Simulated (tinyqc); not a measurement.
Comparisons within one model: donor level screened by free carriers (Yukawa potential). A value that a table varies takes the place of the one given here.

Potential -(q/(eps r)) exp(-ks r), q = e^2/(4 pi eps0). In units Ry* = Ry m/eps^2 and a* = a0 eps/m the problem is [-Laplacian - 2 exp(-x r)/r] psi = E psi with x = ks a*.

Converged values use 18 functions exp(-z r), z = 1.55^i, i = -11 to 6: S = 2/A^3, H = z_i z_j S - 2/(A + x)^2, A = z_i + z_j.

Screening wave number: Debye ks^2 = 4 pi q n/(eps kB T); Thomas-Fermi ks^2 = 6 pi q n/(eps EF) with EF = c (3 pi^2 n/gv)^(2/3)/m, c = hbar^2/2m0; the two are joined by 1/ks^2 = sqrt(1/ks_D^4 + 1/ks_TF^4). 1e18/cm^3 = 1e-6/angstrom^3, q = e^2/(4 pi eps0).

Constants: e^2/(4 pi eps0) = 14.39964547 eV angstrom; kB = 8.617333262e-05 eV/K; hbar^2/2m0 = 3.80998211 eV angstrom^2; Ry = 13.60569312 eV; a0 (Bohr radius) = 0.5291772105 angstrom.

Parameters, chosen for this exercise (near those of a donor in Si, with one mean mass; not measured data):
- xs = (0.03, 0.19, 0.26, 0.56, 0.67, 0.84, 1.1) (values of x)
- m = 0.311 m0 (mass)
- eps = 11.9 (dielectric constant)
- gv = 6 (valleys)
- T = 400 K (temperature)
- nl = (0.048, 0.16, 0.48, 1.6, 4.8, 16, 48) x 1e18/cm^3 (densities)
- n = 1.6 x 1e18/cm^3 (free-carrier density)

## Towards the loss of the bound state

First order (-1 + 2x), one-parameter (minimum of z^2 - 8 z^3/(2z + x)^2) and converged 1s energies in Ry*, and the mean radius in a*; a dash marks an unbound result.

Results:

| x | first order | trial function | converged | <r> |
|---|---|---|---|---|
| 0.03 | -0.9400 | -0.9413 | -0.9413 | 1.50 |
| 0.19 | -0.6200 | -0.6685 | -0.6686 | 1.55 |
| 0.26 | -0.4800 | -0.5677 | -0.5681 | 1.58 |
| 0.56 | - | -0.2394 | -0.2440 | 1.90 |
| 0.67 | - | -0.1550 | -0.1627 | 2.12 |
| 0.84 | - | -0.0574 | -0.0715 | 2.75 |
| 1.10 | - | - | -0.0046 | 8.28 |

What can be read from the table?

First order loses the state at x = 0.5, the trial function reaches zero energy at x = 1.00, and the exact limit is 1.19. The radius starts at 1.5 a*, grows slowly at first (1.58 at x = 0.26), then steadily, and swells towards the end (8.3 at 1.10), where a single exponential fails: the binding vanishes as the square of the distance from 1.19.

## Binding against carrier density

Ry* = 29.8805 meV
a* = 20.248 angstrom

x from the joined ks; converged 1s binding (dash: x above 1.17, at or past the limit 1.19 where the state unbinds).

Results:

| n (1e18/cm^3) | EF/kB T | 1/ks (angstrom) | x | binding (meV) | n^(1/3) a* |
|---|---|---|---|---|---|
| 0.048 | 0.01 | 217.3 | 0.093 | 24.68 | 0.074 |
| 0.16 | 0.03 | 119.0 | 0.170 | 20.89 | 0.110 |
| 0.48 | 0.06 | 68.8 | 0.295 | 15.61 | 0.159 |
| 1.6 | 0.14 | 37.7 | 0.537 | 7.87 | 0.237 |
| 4.8 | 0.29 | 21.9 | 0.923 | 1.23 | 0.342 |
| 16 | 0.65 | 12.4 | 1.629 | - | 0.510 |
| 48 | 1.36 | 8.0 | 2.536 | - | 0.736 |

How do the results move?

The binding falls from 24.7 to 1.2 meV (bare value 29.9); it passes half the bare value between 0.48 and 1.6 x 1e18/cm^3. The level is unbound, or bound by less than 0.001 Ry*, from 16 x 1e18/cm^3 on; as the density rises, it is lost by the time n^(1/3) a* reaches 0.51. x grows with exponent 0.50 in n at the start and 0.40 at the end (1/2 for Debye, 1/6 for Thomas-Fermi screening). The level survives to n^(1/3) a* = 0.34, past the 0.26 of the Mott rule, which corresponds to x = 1 for one valley with degenerate screening; here the level lasts until x = 1.19, the screening is at most the degenerate value, and overlap of donors is left out.

## What each parameter does

Ry* = Ry m/eps^2, a* = a0 eps/m, x = ks a* with the joined ks; converged binding. Each row changes one parameter from the base and keeps the others.

Results:

| case | 1/ks (angstrom) | x | binding in Ry* | binding (meV) |
|---|---|---|---|---|
| base | 37.7 | 0.537 | 0.264 | 7.87 |
| n = 2.4 x 1e18/cm^3 | 30.8 | 0.656 | 0.172 | 5.13 |
| T = 460 K | 40.4 | 0.501 | 0.295 | 8.83 |
| m = 0.348 m0 | 37.7 | 0.480 | 0.315 | 10.53 |
| eps = 10.9 | 36.1 | 0.514 | 0.284 | 10.11 |
| gv = 7 | 37.7 | 0.537 | 0.263 | 7.87 |

How do the results move?

The largest shifts from the base row, up to three for each result and ties (the steps differ in size, so this ranks the rows, not the parameters). 1/ks (angstrom): n -6.9, T +2.7, eps -1.6; unchanged at the printed digits by m and gv. x: n +0.120, m -0.057, T -0.036; unchanged at the printed digits by gv. binding in Ry*: n -0.092, m +0.052, T +0.032. binding (meV): n -2.74, m +2.66, eps +2.23; unchanged at the printed digits by gv.

tinyqc: `OMP_NUM_THREADS=1 python tinyqc.py 1252714 1252715 out.jsonl`; about 0.02 s, one thread, shared Intel(R) Xeon(R) Processor @ 2.30GHz.
